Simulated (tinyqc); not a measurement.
Floating body of a partially depleted SOI transistor: body voltage and kink: one step of the calculation.

Source at 0 V. Channel current Ic = 2 nf K Vt^2 [F(0) - F(Vd)](1 + la Vd), F(V) = ln^2(1 + exp((Vg - VT - nf V)/(2 nf Vt))), VT = VT0 - gb Vb. Saturation voltage Vs = 2 Vt sqrt(F(0)) + 3 Vt, excess Ve = (Vd - Vs + sqrt((Vd - Vs)^2 + 0.0004 V^2))/2, multiplication M1 = Ai Ve exp(-Bl/Ve). Each junction passes D(v) = J1 (exp(v/Vt) - 1) + J2 (exp(v/(2 Vt)) - 1). Bipolar current Ib = bb J1 (exp(Vb/Vt) - 1). The body settles where M1 (Ic + Ib) = D(Vb) + D(Vb - Vd) + Vb/Rb; drain current Id = (1 + M1)(Ic + Ib) - D(Vb - Vd).

Task. Drain current with floating and with grounded body. Id and VT at the converged Vb, Id at Vb = 0, their ratio, and the bipolar share Ib/(Ic + Ib).

Inputs (values chosen for the exercise); values of the order met in partially depleted silicon-on-insulator transistors: temperature T = 358 K; threshold at zero body voltage VT0 = 0.54 V; fall of the threshold per volt of body voltage gb = 0.28; slope factor nf = 1.29; gain factor per width K = 580 uA/(V^2 um); channel-length modulation factor la = 0.07 1/V; impact-ionisation prefactor Ai = 3.11 1/V; impact-ionisation voltage Bl = 5.8 V; diffusion saturation current of each junction J1 = 1.4e-10 uA/um; recombination saturation current of each junction J2 = 9.3e-9 uA/um; gain of the lateral bipolar transistor on the diffusion current bb = 0; resistance of a weak body tie to the source (1e9 stands for no tie, and the term is then dropped) Rb = 5e5 kohm um; gate voltage Vg = 0.77 V; drain voltage Vd = 2.4 V.

Constants: q = 1.602176634e-19 C, kB = 1.380649e-23 J/K, Vt = kB T/q. Results are converted to the units shown.

converged Vb = 0.78698835 V

Give: VT; Id, floating; Id, grounded; ratio; bipolar share.

Result.

VT = 0.31964 V
Id, floating = 70.115 uA/um
Id, grounded = 20.641 uA/um
ratio = 3.3968
bipolar share = 0.0000 %

The body rises to 0.787 V and lowers the threshold by 220 mV.

Range of the model: The multiplication law is an empirical form chosen for the exercise; self-heating and capacitive coupling to the body are left out, and the linear laws are rough once Vb passes about 0.7 V or M1 about 0.1.

tinyqc, about 0.2 s, one thread, Intel Xeon 2.30GHz (shared host): `OMP_NUM_THREADS=1 python tinyqc.py 2182268 2182269 out.jsonl`
